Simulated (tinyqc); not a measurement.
# Double-gate transistor below threshold, two-dimensional Poisson equation on a small mesh: effects of single changes

Half of a symmetric double-gate structure: row 0 is the mid-plane of the body, where the normal field vanishes. Mobile charge is neglected (subthreshold), the body is fully depleted, and potentials are counted from the intrinsic level; rows run upward to the gate, columns from source to drain.

Values chosen for this exercise; semiconductor permittivity close to that of In0.53Ga0.47As:
```
symbol  value   unit                                     meaning
T         300      K                                 temperature
eps_r    14.1         relative permittivity of the semiconductor
eox        22             relative permittivity of the insulator
tb          8     nm                     half the body thickness
tox       6.5     nm                         insulator thickness
L          31     nm                              channel length
Na       7e17  cm^-3       acceptor density of the depleted body
Vbi      0.53      V                     potential of the source
Vfb      0.09      V                                 gate offset
Vg       -0.1      V                                gate voltage
Vd        0.5      V                               drain voltage
```

Constants: q = 1.602176634e-19 C, kB = 1.380649e-23 J/K, Vt = kB T/q, eps0 = 8.8541878128e-14 F/cm where lengths are in cm. Results are converted to the units shown.

Each table varies one quantity; the others keep the values above.

## Effect of the relative permittivity of the insulator

Mesh: rows i = 0..12 in the semiconductor (step hs = tb/12, row 12 on the interface), then 8 step(s) ho = tox/8 up to the gate row 20; columns j = 0..80 (step hy = L/80). Box integration, divided by eps0: up_i = eps hy/h of the interval above row i, dn_i = that of the interval below (0 for row 0), lat_i = (sum of eps h/2 over the intervals above and below)/hy, s_i = -q Na w_i hy/eps0 with w_i the semiconductor height of the box (hs/2 for row 0 and the interface row, hs between, 0 in the insulator). Each free node obeys (up + dn + 2 lat) psi = up psi(above) + dn psi(below) + lat [psi(left) + psi(right)] + s. Fixed values: gate row Vg - Vfb; column 0 at Vbi and the last column at Vbi + Vd in the semiconductor, each running linearly to Vg - Vfb across the insulator. The system is solved directly. On row 0 the minimum of psi and its place come from a parabola through the three lowest nodes; barrier = Vbi - minimum, swing = Vt ln 10/(d psi/dVg), DIBL = (d psi/dVd)/(d psi/dVg) there. Lambda = pi/k with k the smallest positive root of tan(k tox) tan(k tb) = eox/eps_r.

Effect of the relative permittivity of the insulator:
```
eox  L/Lambda  barrier (V)  place y/L  swing (mV/decade)  DIBL (mV/V)
3.9    0.6613       0.1817     0.3602              191.9        708.9
5.9    0.7836       0.2465     0.3853              149.8        511.9
8.8    0.9116       0.3092     0.4032              124.3        380.0
13      1.042       0.3655     0.4161              108.0        290.8
20      1.185       0.4178     0.4262              96.45        224.2
30      1.315       0.4566     0.4330              89.40        182.5
```

As eox goes from 3.9 to 30, the barrier rises from 0.182 to 0.457 V, the swing falls from 192 to 89.4 mV a decade and DIBL falls from 709 to 182 mV/V; the ideal swing is 59.5. L/Lambda goes from 0.66 to 1.3.

## Refining the mesh

The mesh has 2 c steps in the semiconductor (rows from 0 up to the interface), c steps in the insulator and 8 c along the channel, each uniform. The system is solved directly; psi is read on row 0 at mid-channel.

Refining the mesh:
```
c   unknowns  psi at mid-channel (V)  d psi/dVg
1         21                  0.1488     0.6085
2         90                  0.1231     0.6341
3        207                  0.1181     0.6391
4        372                  0.1164     0.6408
6        846                  0.1151     0.6421
8       1512                  0.1147     0.6425
12      3420                  0.1144     0.6428
```

psi at mid-channel goes from 0.1488 V on the coarsest mesh to 0.1144 V on the finest, a difference of 34 mV. d psi/dVg changes by 0.026 from c = 1 to 2, by 0.0067 from 2 to 4 and by 0.0017 from 4 to 8, a ratio of 4.0 between the last two, near the 4 of a second-order scheme.

## Effect of the drain voltage

Same model as above.

Results:
```
Vd (V)  L/Lambda  barrier (V)  place y/L  swing (mV/decade)  DIBL (mV/V)
0.05       1.217       0.4959     0.4910              92.67        268.6
0.45       1.217       0.4347     0.4338              94.22        217.2
0.65       1.217       0.4084     0.4118              95.49        201.2
0.85       1.217       0.3843     0.3925              96.94        188.5
1.05       1.217       0.3620     0.3753              98.54        178.2
```

Estimate the missing row, Vd = 0.25 V.

Computed row:
```
Vd (V)  L/Lambda  barrier (V)  place y/L  swing (mV/decade)  DIBL (mV/V)
0.25       1.217       0.4636     0.4597              93.22        238.5
```

With this row back in the table: As Vd goes from 0.05 to 1.05 V, the barrier falls from 0.496 to 0.362 V, the swing rises from 92.7 to 98.5 mV a decade and DIBL falls from 269 to 178 mV/V; the ideal swing is 59.5. The barrier top moves from y/L = 0.491 to 0.375, towards the source.

tinyqc, about 0.09 s, one thread, Intel Xeon 2.30GHz (shared host): `OMP_NUM_THREADS=1 python tinyqc.py 2480084 2480085 out.jsonl`
